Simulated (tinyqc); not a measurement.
Worked calculation: single-band model of a thermoelectric material. Computed by tinyqc, a small Python program that keeps every step. Command: `OMP_NUM_THREADS=1 python tinyqc.py 3009052 3009053 out.jsonl thermo walk`. One thread of a shared host (Intel(R) Xeon(R) Processor @ 2.30GHz), about 0.01 s of CPU time with the checks. Intermediate numbers are printed to about 6 digits and carried at full precision; extremes and crossings named in words are read from the listed rows.

One spherical band, one scattering law, no minority carriers and no phonon drag. In a real material minority carriers limit |S| to about E_g/(2 e T), so larger values are formal. eta = E_F/(k_B T) is counted from the band edge; f = 1/(1 + exp(x - eta)).

Inputs (values chosen for the exercise, for a model material): density-of-states mass m = 1.3 m_0; mobility parameter mu_300 = 160 cm^2/(V s); temperature exponent p = 0.5; lattice thermal conductivity kappa_L = 3.5 W/(m K); carrier density n = 6e+20 1/cm^3; temperature T = 840 K.

Band: parabolic. Scattering: polar optical (high temperature), r = 0.5.

Constants: m_0 = 9.1093837015e-31 kg; k_B = 1.380649e-23 J/K; hbar = 1.054571817e-34 J s; k_B = 8.617333262e-05 eV/K; e = 1.602176634e-19 C.

## Fermi level

With x = E/(k_B T), a = alpha k_B T (0 for a parabolic band), G = x (1 + a x), D = 1 + 2 a x and <y> = int y f (1 - f) dx, f = 1/(1 + exp(x - eta)): tau = tau_0 G^r/D; transport function s = G^(3/2 + r)/D^2; n = N_0 <G^(3/2)> with N_0 = (2 m k_B T)^(3/2)/(3 pi^2 hbar^3). Integrals over x = E/(k_B T) use 160 Gauss-Legendre points in u = sqrt(x) from 0 to sqrt(max(eta, 0) + 32). Solve for eta.

N_0 = 1.31096e+20 1/cm^3

reduced Fermi level eta = 2.40038

## Transport integrals

The formulas are those given above.

<s> = 8.87429

<x s> = 38.0595

<x^2 s> = 190.226

<G^(3/2)> = 4.57682

<G^(3/2 + 2r)/D^4> = 18.0051

## Coefficients

sigma = e mu_0 N_0 <s> with mu_0 = e tau_0/m = mu_300 (T/300 K)^(-p); |S| = (k_B/e)(<x s>/<s> - eta); Lorenz number L = (k_B/e)^2 (<x^2 s>/<s> - (<x s>/<s>)^2); kappa_e = L sigma T; zT = S^2 sigma T/(kappa_L + kappa_e). Hall factor r_H = <G^(3/2)> <G^(3/2 + 2r)/D^4>/<s>^2; drift mobility sigma/(n e) with n = N_0 <G^(3/2)>; power factor S^2 sigma.

conductivity sigma = 17822.7 S/cm

Seebeck coefficient |S| = 162.726 microvolt/K

Lorenz number L = 2.25920 1e-8 V^2/K^2

drift mobility = 185.401 cm^2/(V s)

Hall factor r_H = 1.04639

power factor = 471.940 microwatt/(cm K^2)

kappa_e = 33.8226 W/(m K)

zT = 1.06217

L is 92 % of the degenerate value pi^2/3 (k_B/e)^2 = 2.443; the classical limit for this r is (r + 5/2)(k_B/e)^2 = 2.228. The charge carriers transport 91 % of the heat.

## Limiting formulas for the Seebeck coefficient

Classical: |S| = (k_B/e)[r + 5/2 - ln(n/N_c)], N_c = (3 sqrt(pi)/4) N_0. Degenerate (Mott): |S| = (pi^2/3)(k_B/e)(r + 3/2)/eta_F, eta_F = (n/N_0)^(2/3).

Seebeck coefficients:
```
formula        |S| (microvolt/K)  deviation (%)
full integral            162.726         0.0000
classical                151.982        -6.6025
degenerate               205.687        26.4005
```

At eta = 2.40 the classical formula is the closer one, but neither is good to 5 %: the full integrals are needed in this range.

## Best doping

Quality factor B = (k_B/e)^2 e mu_0 N_0 T/kappa_L; zT is maximised over eta between -8 and 30.

quality factor B = 0.357928

eta of the largest zT = -0.642121

density of the largest zT = 7.83050e+19 1/cm^3

largest zT = 2.43049

|S| at the largest zT = 328.428 microvolt/K

The sample is overdoped by a factor 7.66 and reaches 44 % of the best zT.

## Against the Fermi level

The formulas are those given above.

The same material at other dopings:
```
eta   n (1/cm^3)  |S| (microvolt/K)  sigma (S/cm)  power factor (microwatt/(cm K^2))       zT
-4   3.17141e+18            603.802   7.32343e+01                             26.699  0.61664
-3   8.52771e+18            518.622   1.97544e+02                             53.133  1.15338
-2   2.25329e+19            435.050   5.26238e+02                             99.600  1.86551
-1   5.71251e+19            355.317   1.36025e+03                            171.732  2.38592
0    1.33343e+20            283.375   3.30360e+03                            265.284  2.29977
1    2.74588e+20            223.567   7.25531e+03                            362.637  1.77771
2    4.92092e+20            177.578   1.41144e+04                            445.081  1.23820
4    1.13477e+21            118.940   3.86676e+04                            547.024  0.58865
6    1.99481e+21             86.696   7.88978e+04                            593.006  0.31431
10   4.19725e+21             54.895   2.07442e+05                            625.115  0.12501
```

The power factor still rises at the last row; zT peaks at eta = -1, where kappa_e begins to outweigh the gain.

Checks made by the program: |S| against (k_B/e)[(r + 5/2) F_(r+3/2)/((r + 3/2) F_(r+1/2)) - eta] by adaptive quadrature (relative difference below 1e-10).
